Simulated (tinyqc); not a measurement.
Monte Carlo simulation of one carrier in a uniform electric field: one step, computed by the program tinyqc. Command: `OMP_NUM_THREADS=1 python tinyqc.py 3010130 3010131 out.jsonl mcfl walk`. One thread of a shared host (Intel(R) Xeon(R) Processor @ 2.30GHz), about 1 s of CPU time with the checks.

The force e F acts along +z. Flights end at the constant total rate Gamma; the part of Gamma that the real rates do not fill is self-scattering, which leaves k unchanged. One valley, no impurities; equivalent final valleys enter only through Z_f in the optical rate.

Question. Scattering event 2. Parabolic band: E = hbar^2 k^2/(2 m), speed v = hbar k/m, states per spin, volume and energy g(E) = m k/(2 pi^2 hbar^2). Masses are multiplied by m_0 and all formulas are in SI units. Phonon occupation N_q = 1/(exp(hbar w/(k_B T)) - 1). Acoustic deformation potential (elastic, equipartition, absorption and emission together): 1/tau = 2 pi k_B T D_A^2 g(E)/(hbar rho v_l^2). Optical or intervalley deformation potential: 1/tau = (pi Z_f D_o^2/(rho w)) [N_q g(E + hbar w) + (N_q + 1) g(E - hbar w)], with g = 0 below the band edge. Choice: with cumulative rates in the order acoustic, absorption, emission, the process is the first whose sum exceeds r2 Gamma; if none, self-scattering. Final state: E' = E, E + hbar w or E - hbar w gives k'. Isotropic processes: cos(theta) = 1 - 2 r3 from the z axis, phi = 2 pi r4, k' (sin theta cos phi, sin theta sin phi, cos theta). Use row 2 of the random numbers.

Inputs (values chosen for the exercise, modelled on holes in silicon):
```
quantity,value,unit
effective mass m,0.509,m_0
density rho,2329,kg/m^3
sound velocity v_l,9000,m/s
acoustic deformation potential D_A,5.9,eV
phonon energy hbar w,61.7,meV
optical or intervalley deformation potential D_o,10,1e8 eV/cm
final valleys Z_f,1,-
lattice temperature T,200,K
```

Crystal: non-polar. Band: parabolic.

k at the end of the flight (1/nm): [-0.6461805, -0.4801060, -0.5038326]

Random numbers (0.02 to 0.98, from up to 60 sets tried for early real events), one row a flight:
```
,r1,r2,r3,r4
1,0.3038,0.0330,0.7791,0.6017
2,0.7053,0.3936,0.5834,0.7316
3,0.8353,0.3805,0.3944,0.4229
4,0.4590,0.2054,0.9675,0.2741
5,0.6595,0.3708,0.9775,0.7179
6,0.1034,0.1720,0.7573,0.8801
7,0.7849,0.6152,0.6109,0.4919
```

Gamma = 22.47770 1e12/s

Constants: hbar = 1.054571817e-34 J s; m_0 = 9.1093837015e-31 kg; e = 1.602176634e-19 C; k_B = 1.380649e-23 J/K; hbar = 6.582119569e-16 eV s; k_B = 8.617333262e-05 eV/K.

Give: cumulative rates; r2 Gamma; process chosen; k after event 2, the start of the next flight.

Answer.

cumulative rates (1e12/s): acoustic 1.5631, absorption 1.8571, emission 4.0929

r2 Gamma = 8.8472 1e12/s

Process chosen: self-scattering

k after event 2, the start of the next flight (1/nm): [-0.64618, -0.48011, -0.50383]
